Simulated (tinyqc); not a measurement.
Inside a calculation. Model: circular transfer-length structure.

Numbers from tinyqc (`OMP_NUM_THREADS=1 python tinyqc.py 2760102 2760103 out.jsonl`; about 0.01 s on one thread of a shared Intel Xeon 2.30GHz). Printed values are rounded.

A disc contact of radius r0 and a very wide ring contact from r1 = r0 + sp outwards lie on a thin layer; the metal has no resistance and the sheet resistance under the contacts equals Rsh.

Inputs (values chosen for the exercise):

| symbol | value | unit | meaning |
|---|---|---|---|
| Rsh | 810 | ohm/sq | sheet resistance of the semiconductor layer |
| rc | 5.4e-7 | ohm cm^2 | specific contact resistivity |
| r0 | 3.8 | um | radius of the inner contact |
| sp | 3 | um | gap between the contacts |

## The three parts of the resistance

Transfer length Lt = sqrt(rc/Rsh). R = (Rsh/2 pi) [(Lt/r0) I0(r0/Lt)/I1(r0/Lt) + ln(r1/r0) + (Lt/r1) K0(r1/Lt)/K1(r1/Lt)] with modified Bessel functions; for r0 >> Lt both ratios tend to 1.

Lt = 0.2581989 um
I0/I1 = 1.035834
K0/K1 = 0.9815359
inner contact = 9.073321 ohm
gap = 75.01871 ohm
outer contact = 4.804595 ohm
R = 88.89662 ohm

The contacts make up 15.6 % of R.

## The large-radius form

Transfer length Lt = sqrt(rc/Rsh). R = (Rsh/2 pi) [(Lt/r0) I0(r0/Lt)/I1(r0/Lt) + ln(r1/r0) + (Lt/r1) K0(r1/Lt)/K1(r1/Lt)] with modified Bessel functions; for r0 >> Lt both ratios tend to 1. Large radius: R = (Rsh/2 pi) [Lt (1/r0 + 1/r1) + ln(r1/r0)], and linearised for sp << r0: Rsh (sp + 2 Lt)/(2 pi r0).

large-radius R = 88.67312 ohm
linearised R = 119.2943 ohm

Against the Bessel form the first is 0.25 % below it and the second 34 % above it.
